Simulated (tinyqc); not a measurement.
Inside a calculation. Method: Pariser-Parr-Pople SCF with singles CI, for the molecule C=C1C=CC=NC=C1 (SMILES; centres numbered as the heavy atoms are written). One step of it, computed by the program tinyqc.

Task: Singles CI, triplets. Over the 9 single excitations with the smallest orbital gaps: A = (e_a - e_i) delta - (ij|ab), with (pq|rs) = sum c_mp c_mq gamma_mn c_nr c_ns.

orbital energies (eV): -13.939582  -12.161657  -11.251795  -8.207728  -2.877677  -1.687008  0.969890  1.784602

coefficients:
```
         MO1        MO2        MO3        MO4        MO5        MO6        MO7        MO8
1C  0.140551   0.342734  -0.125158   0.629012  -0.125083   0.547522   0.040423  -0.366602
2C  0.317545   0.551431  -0.174688   0.267582   0.031761  -0.362162  -0.062129   0.597447
3C  0.313937   0.398865   0.349677  -0.258129   0.555377  -0.101514   0.304858  -0.376509
4C  0.344648   0.100264   0.554358  -0.269585  -0.268664   0.404047  -0.455872   0.218909
5C  0.416270  -0.299305   0.320188   0.225013  -0.483366  -0.283063   0.517943  -0.044185
6N  0.512580  -0.503528  -0.115442   0.285563   0.422520  -0.112793  -0.431924  -0.105094
7C  0.365715  -0.164980  -0.442180  -0.331799   0.106592   0.493188   0.424083   0.314606
8C  0.303818   0.197406  -0.461370  -0.388804  -0.423313  -0.243756  -0.243061  -0.454978
```

repulsion gamma_rs (eV), lower triangle:
```
           1C         2C         3C         4C         5C         6N         7C         8C
1C  11.130000
2C   5.345539  11.130000
3C   3.929087   5.345691  11.130000
4C   2.871015   3.772432   5.345136  11.130000
5C   2.476173   3.243428   3.773541   5.346273  11.130000
6N   2.503991   3.291324   3.291836   3.838130   5.476893  12.300000
7C   2.871015   3.772432   3.243627   3.243332   3.773156   5.477663  11.130000
8C   3.929087   5.345691   3.773721   3.243627   3.243926   3.838529   5.345136  11.130000
```

Give: triplet CI matrix; triplet excitation energies.

Result:

triplet CI matrix (eV), lower triangle:
```
         4>5      4>6      3>5      4>7      2>5      3>6     4>8     2>6
4>5   0.9539
4>6   0.1025   1.4280
3>5   0.0267  -0.5027   3.3424
4>7  -0.2306  -0.2911   0.2164   4.9890
2>5   0.7324   0.1535  -0.1871  -0.3593   4.3092
3>6  -0.5027  -0.0160  -0.0680  -0.6126   0.1854   4.8356
4>8  -0.2723   0.5314  -0.5873  -0.0803  -0.2682  -0.4712  4.8678
2>6   0.1535  -0.5212   0.1854  -0.2668   0.0969   0.1103  0.8204  5.7682
1>5   0.0360   0.0399  -0.3945   0.6797   0.2542   0.2887  0.0372  0.2568

        1>5
1>5  5.8689
```

triplet excitation energies (eV): 0.6692  1.1890  2.9298  3.7508  4.5449  4.9428  5.7294  6.1965  6.4107
